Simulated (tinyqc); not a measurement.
## Resonant-tunnelling diode, transfer matrices and Tsu-Esaki current: current against voltage

Emitter (band edge 0), barrier d1, well Lw, barrier d2, collector (edge -V). The bias drops linearly over these layers and none in the contacts; each layer is cut into ns equal slices, flat at the value of their centres. E is the energy of motion across the layers, C = hbar^2/(2 m0), psi and psi'/m are continuous. Transport is coherent, T(E) is taken as independent of the transverse momentum, and charge in the well is ignored.

For the pair (psi, psi'/m) a flat layer has M = [[cos kd, (m/k) sin kd], [-(k/m) sin kd, cos kd]] with k = sqrt(m (E - U)/C) above its edge U, and M = [[cosh Kd, (m/K) sinh Kd], [(K/m) sinh Kd, cosh Kd]] with K = sqrt(m (U - E)/C) below it. Later slices stand to the left. With M acting on (psi, psi'/m) and v = k/m in each lead, T(E) = 4 vL vR/[(vL vR M12 - M21)^2 + (vR M11 + vL M22)^2]. J = J0 times the integral over E > 0 of T(E) N(E), N = ln[(1 + exp((Ef - E)/Vt))/(1 + exp((Ef - V - E)/Vt))], J0 = q^2 mw m0 kB T/(2 pi^2 hbar^3) (times 1e-4 for A/cm^2 per eV). The integral is converged to the digits shown.

Values chosen for this exercise; masses and offsets of a made-up heterostructure:
```
symbol  value  unit                                               meaning
T         200     K                                           temperature
mw      0.033    m0                 mass in the well, spacer and contacts
U1        1.2    eV                                        barrier height
m1       0.14    m0                                          barrier mass
d1        1.3    nm                                       emitter barrier
Lw        3.8    nm                                            well width
d2        1.7    nm                                     collector barrier
ns          4                                        slices in each layer
Ef       0.08    eV  Fermi energy of both contacts above their band edges
```

Constants: q = 1.602176634e-19 C, kB = 1.380649e-23 J/K, hbar = 1.054571817e-34 J s, m0 = 9.1093837015e-31 kg, Vt = kB T/q, hbar^2/(2 m0) = 0.0380998212 eV nm^2. Results are converted to the units shown.

Current against voltage:

| V (V) | J (kA/cm^2) |
|---|---|
| 0.045 | 0.05307 |
| 0.105 | 0.2665 |
| 0.166 | 1.348 |
| 0.226 | 6.386 |
| 0.286 | 23.30 |
| 0.347 | 53.25 |
| 0.407 | 68.52 |
| 0.468 | 0.8125 |
| 0.528 | 0.3336 |
| 0.589 | 0.2209 |
| 0.649 | 0.1771 |

Among the rows the current peaks at 68.5 kA/cm^2 at V = 0.407 V and falls to 0.177 kA/cm^2 at 0.649 V, a ratio of 387 (it is still falling in the last row, so the valley lies there or beyond). At zero bias the resonance lies at 0.210 eV and the centre of the well takes the share 0.471 of the bias, so the level should reach the emitter band edge near V = 0.447 V; beyond that only the tail of the broadened level (width 2.54 meV at zero bias) and off-resonant tunnelling carry current. Without scattering and space charge the valley comes out far lower than in a real diode. In 5 of the 11 rows the bias alone exceeds 0.4 V, so electrons enter the collector far above its band edge, where real bands are no longer parabolic.

Computed by the program tinyqc: `OMP_NUM_THREADS=1 python tinyqc.py 2600149 2600150 out.jsonl`, one thread of a shared Intel Xeon 2.30GHz, about 0.2 s for the whole run.
